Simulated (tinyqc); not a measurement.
Starting guesses with plain Roothaan steps: SCF starting guesses in the 3-21g basis, for H2+, spin multiplicity 2. Computed by the program tinyqc with PySCF. UHF with one setting changed at a time; a run stops when the energy changes by less than 1e-09 hartree and the error matrix is below 1e-5. Starts: the lowest orbitals of the core Hamiltonian, of the Wolfsberg-Helmholz matrix (K = 1.75), projected atomic densities, random orbitals, and the highest orbitals of the core Hamiltonian (a deliberately bad start).

Geometry (angstrom):
```
atom,x,y,z
H,0.0000,0.0000,0.0000
H,0.0000,0.0000,1.3810
```

lowest solution found by these runs and by PySCF with stability checks = -0.573839 hartree

Largest element of the error matrix X^T (FDS - SDF) X:
```
iteration,core,Wolfsberg-Helmholz,atomic densities,random,highest core orbitals
1,7.3e-16,9.3e-02,3.0e-02,3.3e-01,4.2e-16
2,6.5e-16,2.3e-02,3.4e-03,1.3e-01,1.2e-15
3,-,5.8e-03,8.5e-04,4.1e-02,6.0e-16
4,-,1.4e-03,2.1e-04,1.5e-02,-
5,-,3.5e-04,5.2e-05,6.8e-03,-
6,-,8.8e-05,1.3e-05,3.4e-03,-
8,-,5.4e-06,-,9.4e-04,-
10,-,-,-,2.8e-04,-
14,-,-,-,2.7e-05,-
```

How each run ends:
```
run,iterations,E (hartree),state
core,2,-0.573839,lowest found
Wolfsberg-Helmholz,9,-0.573839,lowest found
atomic densities,7,-0.573839,lowest found
random,17,-0.573839,lowest found
highest core orbitals,3,-0.573839,lowest found
```

What does the comparison show, and why?

5 of 5 runs reach the lowest solution found, in 2 to 17 iterations (fastest: core). The first errors are 7e-16, 9e-02, 3e-02, 3e-01, 4e-16; the deliberately bad start has the smallest one, so a small first error does not mark a good start.
